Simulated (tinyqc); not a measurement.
From results back to parameters: special k points of the fcc lattice. Two cases, with inputs chosen for the exercise.

Problem. E(k) = -sqrt(D^2 + (e0 - t A_1(k))^2) with A_1 = 12 at Gamma and A_1 = 0 at b1/2; t > 0 and D > 0 are hidden.

Find: t; D.

Method. The difference of the squares is 144 t^2 - 24 e0 t; it is positive, so the quadratic has one positive root t; D^2 follows from either energy.

Case 1.

Values chosen: e0 = 1.09 eV (offset).
E at Gamma = -3.247661 eV
E at b1/2 = -1.870428 eV

Solution.

t = 0.330 eV
D = 1.520 eV

Case 2.

Values chosen (out of a larger set: the lattice of Si, GaAs, Cu and Al; not measured data): e0 = 1.73 eV (offset).

E at Gamma = -2.992825 eV
E at b1/2 = -2.418471 eV

Solution.

t = 0.350 eV
D = 1.690 eV

Computed by tinyqc, one run a case: `OMP_NUM_THREADS=1 python tinyqc.py N N+1 out.jsonl` with N = 1651425, 1651588; one thread of a shared Intel(R) Xeon(R) Processor @ 2.30GHz, about 0.2 s a run at most.
